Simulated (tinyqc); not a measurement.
Worked calculation: one-electron ion in a basis of Gaussians. One step of it, computed by the program tinyqc.

Question. Matrices over normalised Gaussians. With p = a_i + a_j and I(k) = Gamma((k+1)/2) / (2 p^((k+1)/2)): S = I(2l+2), T = (2l+3) a_i a_j S / p, V = -Z I(2l+1), each divided by sqrt(S_ii S_jj).

exponents of r^l exp(-a r^2) (1/bohr^2): 2.581000  6.050000  14.180000  33.250000  77.940000

Z = 5

l = 0

Give: S; T; V.

Answer.

S, lower triangle:
```
        1       2       3       4       5
1  1.0000
2  0.8762  1.0000
3  0.6133  0.8762  1.0000
4  0.3718  0.6132  0.8761  1.0000
5  0.2091  0.3718  0.6132  0.8762  1.0000
```

T (hartree), lower triangle:
```
        1        2        3        4         5
1  3.8715
2  4.7557   9.0750
3  4.0177  11.1476  21.2700
4  2.6717   9.4166  26.1278  49.8750
5  1.5671   6.2625  22.0697  61.2658  116.9100
```

V (hartree), lower triangle:
```
          1         2         3         4         5
1  -12.8184
2  -14.5233  -19.6254
3  -14.1667  -22.2356  -30.0454
4  -12.5573  -21.6889  -34.0422  -46.0083
5  -10.5858  -19.2256  -33.2042  -52.1277  -70.4401
```
